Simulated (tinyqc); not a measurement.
Inside a calculation. Method: UKS/B3LYP (VWN-RPA form) in the sto-6g basis, for H4, spin multiplicity 3. Computed by tinyqc, a small Python program that keeps every step (integrals from PySCF). Settings: charge = 0, multiplicity = 3, basis = sto-6g, energy threshold = 1e-10, iteration cap = 80, orthogonalisation = canonical, start = Wolfsberg-Helmholz matrix, DIIS depth = 4, method = UKS, functional = b3lyp, grid = [30, 26]. Command: `OMP_NUM_THREADS=1 python tinyqc.py 21430 21431 out.jsonl` (the two numbers bound the seeds that draw the settings). One thread of a shared host (Intel(R) Xeon(R) Processor @ 2.60GHz), about 2 s of CPU time with the checks. Later iterations appear only in the table of the cycle.

## One-electron integrals

Geometry (angstrom):
```
atom       x       y       z
H     0.0000  0.0000  0.0000
H     0.0000  0.0000  1.6020
H     0.0000  0.9520  0.0000
H     0.0000  0.9520  1.6020
```

Basis sto-6g: exponents (1/bohr^2) and contraction coefficients of normalised primitives:
```
element  l (shell)  exponent  coefficient
H            s (1)   35.5232       0.0092
H            s (1)    6.5131       0.0494
H            s (1)    1.8221       0.1685
H            s (1)    0.6260       0.3706
H            s (1)    0.2431       0.4165
H            s (1)    0.1001       0.1303
```

Overlap, kinetic and nuclear-attraction integrals over the contracted functions; the nuclear repulsion is the sum of Za Zb / Rab.

nuclear repulsion = 2.340295 hartree

overlap S, lower triangle:
```
        1H 1s   2H 1s   3H 1s   4H 1s
1H 1s  1.0000
2H 1s  0.2214  1.0000
3H 1s  0.5254  0.1488  1.0000
4H 1s  0.1488  0.5254  0.2214  1.0000
```

kinetic energy T (hartree), lower triangle:
```
         1H 1s    2H 1s   3H 1s   4H 1s
1H 1s   0.7685
2H 1s   0.0011   0.7685
3H 1s   0.1299  -0.0096  0.7685
4H 1s  -0.0096   0.1299  0.0011  0.7685
```

nuclear attraction V (hartree), lower triangle:
```
         1H 1s    2H 1s    3H 1s    4H 1s
1H 1s  -2.3879
2H 1s  -0.4598  -2.3879
3H 1s  -1.1906  -0.3168  -2.3879
4H 1s  -0.3168  -1.1906  -0.4598  -2.3879
```

core Hamiltonian H = T + V (hartree), lower triangle:
```
         1H 1s    2H 1s    3H 1s    4H 1s
1H 1s  -1.6194
2H 1s  -0.4587  -1.6194
3H 1s  -1.0607  -0.3264  -1.6194
4H 1s  -0.3264  -1.0607  -0.4587  -1.6194
```

## Two-electron integrals

Functions are numbered as in S; the eight-fold symmetry (ij|kl) = (ji|kl) = (kl|ij) leaves the list below.

Two-electron integrals (ij|kl) in chemists' order, unique and non-zero (hartree):
```
(11|11) 0.7750   (21|11) 0.1151   (21|21) 0.0272   (22|11) 0.3257
(22|21) 0.1151   (22|22) 0.7750   (31|11) 0.3321   (31|21) 0.0539
(31|22) 0.1630   (31|31) 0.1788   (32|11) 0.0677   (32|21) 0.0165
(32|22) 0.0718   (32|31) 0.0376   (32|32) 0.0116   (33|11) 0.4939
(33|21) 0.0873   (33|22) 0.2824   (33|31) 0.3321   (33|32) 0.0718
(33|33) 0.7750   (41|11) 0.0718   (41|21) 0.0165   (41|22) 0.0677
(41|31) 0.0376   (41|32) 0.0114   (41|33) 0.0677   (41|41) 0.0116
(42|11) 0.1630   (42|21) 0.0539   (42|22) 0.3321   (42|31) 0.0878
(42|32) 0.0376   (42|33) 0.1630   (42|41) 0.0376   (42|42) 0.1788
(43|11) 0.0873   (43|21) 0.0208   (43|22) 0.0873   (43|31) 0.0539
(43|32) 0.0165   (43|33) 0.1151   (43|41) 0.0165   (43|42) 0.0539
(43|43) 0.0272   (44|11) 0.2824   (44|21) 0.0873   (44|22) 0.4939
(44|31) 0.1630   (44|32) 0.0677   (44|33) 0.3257   (44|41) 0.0718
(44|42) 0.3321   (44|43) 0.1151   (44|44) 0.7750
```

## Orthogonalisation

S = U s U^T; canonical form X = U s^(-1/2), so that X^T S X = 1. Each column of U has its largest component positive (the first on a tie).

eigenvalues of S: 0.4020  0.5473  1.1552  1.8956

X:
```
             1        2        3       4
1H 1s   0.7886   0.6759   0.4652  0.3632
2H 1s  -0.7886   0.6759  -0.4652  0.3632
3H 1s  -0.7886  -0.6759   0.4652  0.3632
4H 1s   0.7886  -0.6759  -0.4652  0.3632
```

## Starting guess

The start is the generalised Wolfsberg-Helmholz matrix (K = 1.75) built on H; D(s) = C_occ C_occ^T for each spin.

D(alpha) at the start, lower triangle:
```
         1H 1s    2H 1s   3H 1s   4H 1s
1H 1s   0.8051
2H 1s   0.3723   0.8051
3H 1s  -0.1085  -0.5414  0.8051
4H 1s  -0.5414  -0.1085  0.3723  0.8051
```

D(beta) at the start, lower triangle:
```
        1H 1s   2H 1s   3H 1s   4H 1s
1H 1s  0.1319
2H 1s  0.1319  0.1319
3H 1s  0.1319  0.1319  0.1319
4H 1s  0.1319  0.1319  0.1319  0.1319
```

## Iteration 1: exchange-correlation on the grid

Becke grid with 30 radial and 26 angular points per atom, points of zero weight dropped. rho = sum D_ij phi_i phi_j; V_xc,ij = sum w v_xc phi_i phi_j plus the gradient terms; v_xc is d(rho eps)/d rho(s) for spin s at fixed gradient. Exact exchange is left to K.

The 16 grid points with the largest w rho, of 3052 (bohr, atomic units):
```
x            y       z       w  rho(alpha)  rho(beta)   eps_xc  v_xc(alpha)
0.0000  0.0000  1.2958  0.1828      0.0279     0.0146  -0.2530      -0.3234
0.0000  1.7990  1.2958  0.1828      0.0279     0.0146  -0.2530      -0.3234
0.0000  0.0000  1.7316  0.1828      0.0279     0.0146  -0.2530      -0.3234
0.0000  1.7990  1.7316  0.1828      0.0279     0.0146  -0.2530      -0.3234
0.0000  0.0000  1.0769  0.1327      0.0391     0.0172  -0.2867      -0.3506
0.0000  1.7990  1.0769  0.1327      0.0391     0.0172  -0.2867      -0.3506
0.0000  0.0000  1.9505  0.1327      0.0391     0.0172  -0.2867      -0.3506
0.0000  1.7990  1.9505  0.1327      0.0391     0.0172  -0.2867      -0.3506
0.0000  0.0000  1.4818  0.1725      0.0247     0.0138  -0.2381      -0.3198
0.0000  0.0000  1.5455  0.1725      0.0247     0.0138  -0.2381      -0.3198
0.0000  1.7990  1.5455  0.1725      0.0247     0.0138  -0.2381      -0.3198
0.0000  1.7990  1.4818  0.1725      0.0247     0.0138  -0.2381      -0.3198
0.0000  0.0000  0.8859  0.0823      0.0578     0.0215  -0.3235      -0.3923
0.0000  1.7990  0.8859  0.0823      0.0578     0.0215  -0.3235      -0.3923
0.0000  0.0000  2.1415  0.0823      0.0578     0.0215  -0.3235      -0.3923
0.0000  1.7990  2.1415  0.0823      0.0578     0.0215  -0.3235      -0.3923
```

electrons on the grid, sum of w rho = 3.9943

E_xc = sum of w rho eps_xc = -1.197374 hartree

V_xc(alpha) (hartree), lower triangle:
```
         1H 1s    2H 1s    3H 1s    4H 1s
1H 1s  -0.4030
2H 1s  -0.0714  -0.4030
3H 1s  -0.1964  -0.0482  -0.4030
4H 1s  -0.0482  -0.1964  -0.0714  -0.4030
```

V_xc(beta) (hartree), lower triangle:
```
         1H 1s    2H 1s    3H 1s    4H 1s
1H 1s  -0.3254
2H 1s  -0.0614  -0.3254
3H 1s  -0.1645  -0.0421  -0.3254
4H 1s  -0.0421  -0.1645  -0.0614  -0.3254
```

## Iteration 1: building the Kohn-Sham matrix

J_ij = sum D_kl (ij|kl) with D = D(alpha) + D(beta), K_ij = sum D_kl (ik|jl) for each spin; F = H + J - 0.2 K(s) + V_xc; E = tr D H + tr D J / 2 - 0.1 sum_s tr D(s) K(s) + E_xc + E_nn.

Coulomb J (hartree), lower triangle:
```
        1H 1s   2H 1s   3H 1s   4H 1s
1H 1s  1.8717
2H 1s  0.4056  1.8717
3H 1s  0.9875  0.2795  1.8717
4H 1s  0.2795  0.9875  0.4056  1.8717
```

exchange K(alpha) (hartree), lower triangle:
```
        1H 1s   2H 1s   3H 1s   4H 1s
1H 1s  0.7010
2H 1s  0.1933  0.7010
3H 1s  0.4402  0.0910  0.7010
4H 1s  0.0910  0.4402  0.1933  0.7010
```

exchange K(beta) (hartree), lower triangle:
```
        1H 1s   2H 1s   3H 1s   4H 1s
1H 1s  0.2963
2H 1s  0.1793  0.2963
3H 1s  0.2499  0.1665  0.2963
4H 1s  0.1665  0.2499  0.1793  0.2963
```

F(alpha) (hartree), lower triangle:
```
         1H 1s    2H 1s    3H 1s    4H 1s
1H 1s  -0.2909
2H 1s  -0.1632  -0.2909
3H 1s  -0.3576  -0.1134  -0.2909
4H 1s  -0.1134  -0.3576  -0.1632  -0.2909
```

F(beta) (hartree), lower triangle:
```
         1H 1s    2H 1s    3H 1s    4H 1s
1H 1s  -0.1323
2H 1s  -0.1503  -0.1323
3H 1s  -0.2877  -0.1224  -0.1323
4H 1s  -0.1224  -0.2877  -0.1503  -0.1323
```

total energy of this density = -1.944958 hartree

## Iteration 1: diagonalisation and new density

Diagonalise F' = X^T F X, C = X C', fill 3 alpha and 1 beta electrons from the bottom; D(s) = C_occ C_occ^T. Each column has its largest component positive (the first on a tie).

F' = X^T F X (alpha) (hartree), lower triangle:
```
        1       2        3        4
1  0.2899
2  0.0000  0.0309
3  0.0000  0.0000  -0.3220
4  0.0000  0.0000   0.0000  -0.4880
```

orbital energies (alpha) (hartree): MO1 -0.4880, MO2 -0.3220, MO3 0.0309, MO4 0.2899

coefficients C (alpha):
```
          MO1      MO2      MO3      MO4
1H 1s  0.3632   0.4652   0.6759   0.7886
2H 1s  0.3632  -0.4652   0.6759  -0.7886
3H 1s  0.3632   0.4652  -0.6759  -0.7886
4H 1s  0.3632  -0.4652  -0.6759   0.7886
```

F' = X^T F X (beta) (hartree), lower triangle:
```
        1       2        3        4
1  0.4560
2  0.0000  0.2327
3  0.0000  0.0000  -0.1275
4  0.0000  0.0000   0.0000  -0.3654
```

orbital energies (beta) (hartree): MO1 -0.3654, MO2 -0.1275, MO3 0.2327, MO4 0.4560

coefficients C (beta):
```
          MO1      MO2      MO3      MO4
1H 1s  0.3632   0.4652   0.6759   0.7886
2H 1s  0.3632  -0.4652   0.6759  -0.7886
3H 1s  0.3632   0.4652  -0.6759  -0.7886
4H 1s  0.3632  -0.4652  -0.6759   0.7886
```

D(alpha) after iteration 1, lower triangle:
```
         1H 1s    2H 1s   3H 1s   4H 1s
1H 1s   0.8051
2H 1s   0.3723   0.8051
3H 1s  -0.1085  -0.5414  0.8051
4H 1s  -0.5414  -0.1085  0.3723  0.8051
```

D(beta) after iteration 1, lower triangle:
```
        1H 1s   2H 1s   3H 1s   4H 1s
1H 1s  0.1319
2H 1s  0.1319  0.1319
3H 1s  0.1319  0.1319  0.1319
4H 1s  0.1319  0.1319  0.1319  0.1319
```

## Iteration 2: exchange-correlation on the grid

As before.

The 16 grid points with the largest w rho, of 3052 (bohr, atomic units):
```
x            y       z       w  rho(alpha)  rho(beta)   eps_xc  v_xc(alpha)
0.0000  0.0000  1.7316  0.1828      0.0279     0.0146  -0.2530      -0.3234
0.0000  1.7990  1.7316  0.1828      0.0279     0.0146  -0.2530      -0.3234
0.0000  0.0000  1.2958  0.1828      0.0279     0.0146  -0.2530      -0.3234
0.0000  1.7990  1.2958  0.1828      0.0279     0.0146  -0.2530      -0.3234
0.0000  1.7990  1.9505  0.1327      0.0391     0.0172  -0.2867      -0.3506
0.0000  0.0000  1.9505  0.1327      0.0391     0.0172  -0.2867      -0.3506
0.0000  0.0000  1.0769  0.1327      0.0391     0.0172  -0.2867      -0.3506
0.0000  1.7990  1.0769  0.1327      0.0391     0.0172  -0.2867      -0.3506
0.0000  0.0000  1.4818  0.1725      0.0247     0.0138  -0.2381      -0.3198
0.0000  0.0000  1.5455  0.1725      0.0247     0.0138  -0.2381      -0.3198
0.0000  1.7990  1.5455  0.1725      0.0247     0.0138  -0.2381      -0.3198
0.0000  1.7990  1.4818  0.1725      0.0247     0.0138  -0.2381      -0.3198
0.0000  0.0000  2.1415  0.0823      0.0578     0.0215  -0.3235      -0.3923
0.0000  1.7990  2.1415  0.0823      0.0578     0.0215  -0.3235      -0.3923
0.0000  0.0000  0.8859  0.0823      0.0578     0.0215  -0.3235      -0.3923
0.0000  1.7990  0.8859  0.0823      0.0578     0.0215  -0.3235      -0.3923
```

electrons on the grid, sum of w rho = 3.9943

E_xc = sum of w rho eps_xc = -1.197374 hartree

V_xc(alpha) (hartree), lower triangle:
```
         1H 1s    2H 1s    3H 1s    4H 1s
1H 1s  -0.4030
2H 1s  -0.0714  -0.4030
3H 1s  -0.1964  -0.0482  -0.4030
4H 1s  -0.0482  -0.1964  -0.0714  -0.4030
```

V_xc(beta) (hartree), lower triangle:
```
         1H 1s    2H 1s    3H 1s    4H 1s
1H 1s  -0.3254
2H 1s  -0.0614  -0.3254
3H 1s  -0.1645  -0.0421  -0.3254
4H 1s  -0.0421  -0.1645  -0.0614  -0.3254
```

## Iteration 2: building the Kohn-Sham matrix

As before.

Coulomb J (hartree), lower triangle:
```
        1H 1s   2H 1s   3H 1s   4H 1s
1H 1s  1.8717
2H 1s  0.4056  1.8717
3H 1s  0.9875  0.2795  1.8717
4H 1s  0.2795  0.9875  0.4056  1.8717
```

exchange K(alpha) (hartree), lower triangle:
```
        1H 1s   2H 1s   3H 1s   4H 1s
1H 1s  0.7010
2H 1s  0.1933  0.7010
3H 1s  0.4402  0.0910  0.7010
4H 1s  0.0910  0.4402  0.1933  0.7010
```

exchange K(beta) (hartree), lower triangle:
```
        1H 1s   2H 1s   3H 1s   4H 1s
1H 1s  0.2963
2H 1s  0.1793  0.2963
3H 1s  0.2499  0.1665  0.2963
4H 1s  0.1665  0.2499  0.1793  0.2963
```

F(alpha) (hartree), lower triangle:
```
         1H 1s    2H 1s    3H 1s    4H 1s
1H 1s  -0.2909
2H 1s  -0.1632  -0.2909
3H 1s  -0.3576  -0.1134  -0.2909
4H 1s  -0.1134  -0.3576  -0.1632  -0.2909
```

F(beta) (hartree), lower triangle:
```
         1H 1s    2H 1s    3H 1s    4H 1s
1H 1s  -0.1323
2H 1s  -0.1503  -0.1323
3H 1s  -0.2877  -0.1224  -0.1323
4H 1s  -0.1224  -0.2877  -0.1503  -0.1323
```

total energy of this density = -1.944958 hartree

## Iteration 2 (converged): orbitals

As before.

F' = X^T F X (alpha) (hartree), lower triangle:
```
        1       2        3        4
1  0.2899
2  0.0000  0.0309
3  0.0000  0.0000  -0.3220
4  0.0000  0.0000   0.0000  -0.4880
```

orbital energies (alpha) (hartree): MO1 -0.4880, MO2 -0.3220, MO3 0.0309, MO4 0.2899

coefficients C (alpha):
```
          MO1      MO2      MO3      MO4
1H 1s  0.3632   0.4652   0.6759   0.7886
2H 1s  0.3632  -0.4652   0.6759  -0.7886
3H 1s  0.3632   0.4652  -0.6759  -0.7886
4H 1s  0.3632  -0.4652  -0.6759   0.7886
```

F' = X^T F X (beta) (hartree), lower triangle:
```
        1       2        3        4
1  0.4560
2  0.0000  0.2327
3  0.0000  0.0000  -0.1275
4  0.0000  0.0000   0.0000  -0.3654
```

orbital energies (beta) (hartree): MO1 -0.3654, MO2 -0.1275, MO3 0.2327, MO4 0.4560

coefficients C (beta):
```
          MO1      MO2      MO3      MO4
1H 1s  0.3632   0.4652   0.6759   0.7886
2H 1s  0.3632  -0.4652   0.6759  -0.7886
3H 1s  0.3632   0.4652  -0.6759  -0.7886
4H 1s  0.3632  -0.4652  -0.6759   0.7886
```

D(alpha) after iteration 2, lower triangle:
```
         1H 1s    2H 1s   3H 1s   4H 1s
1H 1s   0.8051
2H 1s   0.3723   0.8051
3H 1s  -0.1085  -0.5414  0.8051
4H 1s  -0.5414  -0.1085  0.3723  0.8051
```

D(beta) after iteration 2, lower triangle:
```
        1H 1s   2H 1s   3H 1s   4H 1s
1H 1s  0.1319
2H 1s  0.1319  0.1319
3H 1s  0.1319  0.1319  0.1319
4H 1s  0.1319  0.1319  0.1319  0.1319
```

## Convergence

Stop when the energy changes by less than 1e-10 hartree and every element of the error matrix X^T (F D S - S D F) X (for each spin) is below 3e-06.

Course of the cycle:
```
iteration  E (hartree)     change  largest element of the error matrix
1            -1.944958          -                             8.43e-16
2            -1.944958  -8.88e-16                             1.57e-15
```

PySCF UKS in the same basis, fine grid, after a stability check = -1.945762 hartree

Converged in 2 iterations. The coarse grid moves the energy by +8.05e-04 hartree.

## Populations, bond orders and dipole

Mulliken: Z minus the diagonal of D S on the atom; Loewdin: the same with S^(1/2) D S^(1/2); Mayer order: 2 sum_s sum (D(s) S)_ij (D(s) S)_ji over the two atoms.

Charges (e):
```
atom  Mulliken  Loewdin  Mulliken spin
1H           0        0         0.5000
2H           0        0         0.5000
3H           0        0         0.5000
4H           0        0         0.5000
```

Mayer bond orders:
```
pair   order
2-1   0.2500
3-1   0.2500
3-2   0.2500
4-1   0.2500
4-2   0.2500
4-3   0.2500
```

dipole moment about the origin, x y z (debye): 0.0000  0.0000  0.0000

<S^2> of the determinant (pure state: 2) = 2.0000
